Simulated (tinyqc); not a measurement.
RKS/exchange-only LDA in the 3-21g basis, for H2, spin multiplicity 1, step by step. One step of it, computed by the program tinyqc.

Problem. Iteration 2: building the Kohn-Sham matrix. J_ij = sum D_kl (ij|kl); F = H + J + V_xc; E = tr D H + tr D J / 2 + E_xc + E_nn.

D after iteration 1:
```
          1H 1s     1H 2s     2H 1s     2H 2s
1H 1s  0.168528  0.184023  0.168528  0.184023
1H 2s  0.184023  0.200943  0.184023  0.200943
2H 1s  0.168528  0.184023  0.168528  0.184023
2H 2s  0.184023  0.200943  0.184023  0.200943
```

core Hamiltonian H = T + V (hartree):
```
           1H 1s      1H 2s      2H 1s      2H 2s
1H 1s  -0.835274  -0.906874  -0.674531  -0.724641
1H 2s  -0.906874  -0.942354  -0.724641  -0.847256
2H 1s  -0.674531  -0.724641  -0.835274  -0.906874
2H 2s  -0.724641  -0.847256  -0.906874  -0.942354
```

Two-electron integrals (ij|kl) in chemists' order, unique and non-zero (hartree):
```
(11|11) 1.140145   (21|11) 0.611403   (21|21) 0.345152   (22|11) 0.626370
(22|21) 0.380329   (22|22) 0.482957   (31|11) 0.329944   (31|21) 0.187798
(31|22) 0.208796   (31|31) 0.132430   (32|11) 0.315492   (32|21) 0.190853
(32|22) 0.237144   (32|31) 0.142192   (32|32) 0.174362   (33|11) 0.640082
(33|21) 0.395822   (33|22) 0.507357   (33|31) 0.329944   (33|32) 0.427986
(33|33) 1.140145   (41|11) 0.427986   (41|21) 0.242545   (41|22) 0.269003
(41|31) 0.142192   (41|32) 0.147717   (41|33) 0.315492   (41|41) 0.174362
(42|11) 0.481915   (42|21) 0.294504   (42|22) 0.380094   (42|31) 0.179549
(42|32) 0.215563   (42|33) 0.481915   (42|41) 0.215563   (42|42) 0.320070
(43|11) 0.395822   (43|21) 0.243830   (43|22) 0.315073   (43|31) 0.187798
(43|32) 0.242545   (43|33) 0.611403   (43|41) 0.190853   (43|42) 0.294504
(43|43) 0.345152   (44|11) 0.507357   (44|21) 0.315073   (44|22) 0.424162
(44|31) 0.208796   (44|32) 0.269003   (44|33) 0.626370   (44|41) 0.237144
(44|42) 0.380094   (44|43) 0.380329   (44|44) 0.482957
```

nuclear repulsion = 0.66731048 hartree

V_xc (hartree):
```
           1H 1s      1H 2s      2H 1s      2H 2s
1H 1s  -0.467894  -0.257739  -0.173898  -0.190944
1H 2s  -0.257739  -0.259218  -0.190944  -0.223342
2H 1s  -0.173898  -0.190944  -0.467894  -0.257739
2H 2s  -0.190944  -0.223342  -0.257739  -0.259218
```

E_xc = sum of w rho eps_xc = -0.55539541 hartree

Give: Coulomb J; Kohn-Sham matrix F; total energy of this density.

Solution.

Coulomb J (hartree):
```
       1H 1s  1H 2s  2H 1s  2H 2s
1H 1s  1.477  0.867  0.555  0.640
1H 2s  0.867  1.039  0.640  0.880
2H 1s  0.555  0.640  1.477  0.867
2H 2s  0.640  0.880  0.867  1.039
```

Kohn-Sham matrix F (hartree):
```
        1H 1s   1H 2s   2H 1s   2H 2s
1H 1s   0.174  -0.297  -0.294  -0.276
1H 2s  -0.297  -0.163  -0.276  -0.191
2H 1s  -0.294  -0.276   0.174  -0.297
2H 2s  -0.276  -0.191  -0.297  -0.163
```

total energy of this density = -1.03454 hartree
